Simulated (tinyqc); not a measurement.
What each parameter does: hole subbands of a hard-walled well, four-band Luttinger model.

Hole energies are counted downwards from the unstrained band edge, c = hbar^2/2m0. After the usual block transformation one block is H = [[P + Q - Zs, R - i S], [R + i S, P - Q + Zs]] in (heavy, light), with P +/- Q = c [(g1 +/- g2) k^2 + (g1 -/+ 2 g2) kz^2], R = sqrt(3) c gR k^2, S = 2 sqrt(3) c g3 k kz, kz = -i d/dz; axial approximation gR = (g2 + g3)/2. Zs = b (e_par - e_perp) is the shear part of the strain (the hydrostatic part shifts all levels alike and is left out). Basis sqrt(2/L) sin(n pi z/L), n = 1 to N, for each component: kz^2 gives (n pi/L)^2 and the heavy-light block is R delta_nm - 2 sqrt(3) c g3 k D_nm with D_nm = 4 n m/(L (n^2 - m^2)) for n + m odd, 0 otherwise. The other block has the same levels. The split-off band is left out.

Constants: hbar^2/2m0 = 3.80998211 eV angstrom^2.

Inputs chosen for the exercise (near those of Ge; not measured data): g1 = 13.28 (Luttinger gamma1); g2 = 4.28 (gamma2); g3 = 5.63 (gamma3); L = 140 angstrom (well width along [001]); Zs = 0 eV (shear strain energy); k = 0.0248 1/angstrom (wave vector in the plane).

N = 20; the three lowest hole energies at the given k and the heavy weight of the lowest.

One parameter was then changed.

Results before and after:

| case | E1 (meV) | E2 (meV) | E3 (meV) | heavy weight |
|---|---|---|---|---|
| base | 20.57 | 39.15 | 78.86 | 0.541 |
| changed | 23.47 | 42.90 | 90.21 | 0.567 |

Which of these changes was made? (a) L = 130 angstrom; (b) k = 0.0174 1/angstrom; (c) Zs = -0.01 eV; (d) g1 = 14.34; (e) g2 = 4.71; (f) g3 = 5.18.

Answer: (a) L = 130 angstrom. Of the candidates, run in turn, only this one gives the changed row.

All candidates:

| case | E1 (meV) | E2 (meV) | E3 (meV) | heavy weight |
|---|---|---|---|---|
| base | 20.57 | 39.15 | 78.86 | 0.541 |
| g1 = 14.34 | 26.54 | 47.30 | 96.90 | 0.541 |
| g2 = 4.71 | 18.77 | 36.72 | 69.64 | 0.551 |
| g3 = 5.18 | 23.64 | 42.60 | 83.44 | 0.547 |
| L = 130 angstrom | 23.47 | 42.90 | 90.21 | 0.567 |
| Zs = -0.01 eV | 19.95 | 45.37 | 85.79 | 0.400 |
| k = 0.0174 1/angstrom | 19.11 | 30.26 | 74.35 | 0.734 |

Computed by tinyqc, a small Python program: `OMP_NUM_THREADS=1 python tinyqc.py 1280646 1280647 out.jsonl` (the numbers bound the seed that draws the inputs); one thread of a shared host (Intel(R) Xeon(R) Processor @ 2.30GHz), about 0.1 s for the whole set of steps.
